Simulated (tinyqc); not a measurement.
Number of periods: periodic multilayer mirror for extreme ultraviolet light.

s polarisation, vacuum above. q_j = sqrt(N_j^2 - sin^2 theta); interface r_jk = (q_j - q_k)/(q_j + q_k) exp(-2 (2 pi/lam)^2 q_j q_k sg^2) (Nevot-Croce; sg = 0 if not given); phase factor of a layer x_j = exp(4 pi i q_j d_j/lam). Each period has the spacer (thickness (1 - Gm) L) on top of the absorber (Gm L). In this recursion R is the amplitude; R in tables and results is the reflectance, its squared modulus. The substrate is of the spacer material. Starting with R = 0 in it, each interface upward gives R -> (r + R x)/(1 + r R x), x that of the layer below the interface (1 for the substrate).

Values chosen for the exercise (optical constants near those of Mo and Si at 13.5 nm; the results hold for these values, not for the real material): lam = 13.5 nm (wavelength); dA = (0.079, 0.00661) (delta and beta of the absorber, N = 1 - delta + i beta); dS = (0.0009, 0.0017) (delta and beta of the spacer and the substrate); L = 7.03 nm (period); Gm = 0.41 (absorber share of the period); theta = 9 degrees (angle from the normal); sg = 0.4 nm (interface roughness).

The last column sets both beta to zero.

Reflectance:
```
periods      R  R without absorption
5        0.110                 0.124
10       0.320                 0.391
15       0.496                 0.639
20       0.607                 0.805
30       0.700                 0.950
40       0.724                 0.988
50       0.730                 0.997
60       0.731                 0.999
80       0.731                 1.000
100      0.731                 1.000
```

R reaches 0.724 at 40 periods and 0.731 at 100; it stays within 0.01 of the last value from 40 periods on. Without absorption the last value is 1.000: absorption, not the count of layers, caps the mirror, and the roughness, which weakens each reflection, lowers that cap further.

tinyqc: `OMP_NUM_THREADS=1 python tinyqc.py 1650780 1650781 out.jsonl`; about 0.01 s, one thread, shared Intel(R) Xeon(R) Processor @ 2.30GHz.
